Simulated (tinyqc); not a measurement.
What each parameter does: overlap of hydrogenic dopants: pairs, impurity band and the Mott density.

Ry* = Ry m/eps^2, aB = a0 eps/m. For 1s orbitals a distance rho = R/aB apart, in Ry*: overlap S = exp(-rho)(1 + rho + rho^2/3), J = (2/rho)(1 - (1 + rho) exp(-2 rho)) (attraction to the other ion), Kx = 2 (1 + rho) exp(-rho) (exchange of one electron). One electron on a pair has E = -1 - (J +/- Kx)/(1 +/- S), without the repulsion 2/rho of the ions. Hopping after orthogonalisation: t = (Kx - S J)/(1 - S^2), half the splitting. Dopants on a lattice with z neighbours, n = 1/R^3 (simple cubic), give a band of width B = 2 z t, as on any lattice of two interpenetrating sublattices. Valleys, central cells and disorder are left out.

Constants: Ry = 13.60569312 eV; a0 (Bohr radius) = 0.5291772105 angstrom.

Values chosen for the exercise (an isotropic mass and dielectric constant of the size used for donors in GaAs; not measured data):
- m = 0.068 m0 (mass)
- eps = 13.2 (dielectric constant)
- rho = 5.9 aB (distance of a pair)
- N = 0.011 1/aB^3 (dopant density)
- z = 6 (neighbours in the dopant lattice)

At fixed N in units of 1/aB^3 and fixed rho: Ry*, 2t of the pair, B of the lattice and the density in 1e18/cm^3 (1/angstrom^3 = 1e24/cm^3).

One parameter was then changed.

Results before and after:

| case | Ry* (meV) | 2t (meV) | B (meV) | density (1e18/cm^3) |
|---|---|---|---|---|
| base | 5.310 | 0.2196 | 4.020 | 0.01015 |
| changed | 4.388 | 0.1815 | 3.323 | 0.007625 |

Which of these changes was made? (a) m = 0.0748 m0; (b) eps = 14.52; (c) N = 0.0165 1/aB^3; (d) rho = 6.4 aB.
Answer: (b) eps = 14.52. Of the candidates, run in turn, only this one gives the changed row.

All candidates:

| case | Ry* (meV) | 2t (meV) | B (meV) | density (1e18/cm^3) |
|---|---|---|---|---|
| base | 5.310 | 0.2196 | 4.020 | 0.01015 |
| m = 0.0748 m0 | 5.841 | 0.2415 | 4.422 | 0.01351 |
| eps = 14.52 | 4.388 | 0.1815 | 3.323 | 0.007625 |
| rho = 6.4 aB | 5.310 | 0.1452 | 4.020 | 0.01015 |
| N = 0.0165 1/aB^3 | 5.310 | 0.2196 | 6.185 | 0.01522 |

Run: tinyqc, `OMP_NUM_THREADS=1 python tinyqc.py 1482410 1482411 out.jsonl`; Intel(R) Xeon(R) Processor @ 2.30GHz, one thread, shared host; about 0.01 s of CPU time with all checks.
